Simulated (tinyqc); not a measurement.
Gamma, L and X subbands of a thin body with non-parabolic valleys: one step. Filling and quantum capacitance. Three cases, with inputs chosen for the exercise.

Question. Over the ten listed subbands, named by valley (G, L, X), degeneracy and number.

n_i = g m/(2 pi c) kB T ln(1 + exp((EF - E_i)/kB T)), sum n_i = Ns (1e12/cm^2 = 1e-4/angstrom^2), c = hbar^2/2m0. Quantum capacitance Cq = 1602.176634 sum g m/(2 pi c) f_i in microfarad/cm^2 with f_i = 1/(1 + exp((E_i - EF)/kB T)); Cox = 34.5313/eot (one gate); C/Cox = Cq/(Cq + Cox), the centroid term left out.

Constants: hbar^2/2m0 = 3.80998211 eV angstrom^2; kB = 8.617333262e-05 eV/K.

Case 1.

Values chosen (near those of a thin GaAs channel; the results hold for these values, not for the real material):
- face = 100 (surface)
- t = 28 angstrom (body thickness)
- Ns = 2.2 x 1e12/cm^2 (sheet density)
- T = 300 K (temperature)
- eot = 13 angstrom (equivalent oxide thickness)

Subbands:
```
subband  g    E (eV)  DOS mass
X1 n=1   1  0.460290  0.232079
G1 n=1   1  0.539984  0.109446
X1 n=2   1  0.567558  0.246689
X2 n=1   2  0.622367  0.601627
L4 n=1   4  0.694507  0.378096
X1 n=3   1  0.733448  0.269283
X1 n=4   1  0.944667  0.298051
X2 n=2   2  1.121706  0.762619
X1 n=5   1  1.189440  0.331389
X1 n=6   1  1.458664  0.368057
```

Case 2.

Values chosen (near those of a thin Ge channel; the results hold for these values, not for the real material):
- face = 110 (surface)
- t = 78 angstrom (body thickness)
- Ns = 3.1 x 1e12/cm^2 (sheet density)
- T = 300 K (temperature)
- eot = 7 angstrom (equivalent oxide thickness)

Subbands:
```
subband  g     E (eV)  DOS mass
L2 n=1   2  -0.126662  0.225273
L2' n=1  2  -0.081222  0.387686
L2 n=2   2  -0.048623  0.242051
X4 n=1   4   0.052521  0.325322
X2 n=1   2   0.064862  0.421815
L2 n=3   2   0.070620  0.267689
X4 n=2   4   0.109000  0.342990
L2' n=2  2   0.112654  0.456441
G1 n=1   1   0.143945  0.048575
X2 n=2   2   0.155129  0.458000
```

Case 3.

Values chosen (near those of a thin InAs channel; the results hold for these values, not for the real material):
- face = 110 (surface)
- t = 26 angstrom (body thickness)
- Ns = 2 x 1e12/cm^2 (sheet density)
- T = 300 K (temperature)
- eot = 13 angstrom (equivalent oxide thickness)

Subbands:
```
subband  g    E (eV)  DOS mass
G1 n=1   1  0.773413  0.117745
L2 n=1   2  1.073541  0.158758
X2 n=1   2  1.167683  0.384459
X1 n=1   1  1.282430  0.563246
L2' n=1  2  1.474508  0.339603
X2 n=2   2  1.577162  0.535722
G1 n=2   1  1.730129  0.231110
L2 n=2   2  1.764298  0.249568
X1 n=2   1  1.890797  0.859794
X2 n=3   2  2.077104  0.720404
```

Give: EF; n_i in the order of the list; Cq; Cox; C/Cox.

Answer.

Case 1.

EF = 0.4663 eV

n_i in the order of the list (1e12/cm^2): 2.047  0.067  0.053  0.031  0.002  0.000  0.000  0.000  0.000  0.000

Cq = 9.60 microfarad/cm^2
Cox = 2.656 microfarad/cm^2
C/Cox = 0.783

EF lies 6 meV above the lowest edge; Gamma holds 3 % of the electrons. The low density of states costs 22 % of the gate capacitance.

Case 2.

EF = -0.1416 eV

n_i in the order of the list (1e12/cm^2): 2.170  0.775  0.142  0.008  0.003  0.002  0.001  0.001  0.000  0.000

Cq = 16.39 microfarad/cm^2
Cox = 4.933 microfarad/cm^2
C/Cox = 0.769

EF lies 15 meV below the lowest edge; Gamma holds 0 % of the electrons. The low density of states costs 23 % of the gate capacitance.

Case 3.

EF = 0.8081 eV

n_i in the order of the list (1e12/cm^2): 2.000  0.000  0.000  0.000  0.000  0.000  0.000  0.000  0.000  0.000

Cq = 6.25 microfarad/cm^2
Cox = 2.656 microfarad/cm^2
C/Cox = 0.702

EF lies 35 meV above the lowest edge; Gamma holds 100 % of the electrons. The low density of states costs 30 % of the gate capacitance.

Computed by tinyqc, one run a case: `OMP_NUM_THREADS=1 python tinyqc.py N N+1 out.jsonl` with N = 1250065, 1250083, 1250231; one thread of a shared Intel(R) Xeon(R) Processor @ 2.30GHz, about 0.04 s a run at most.
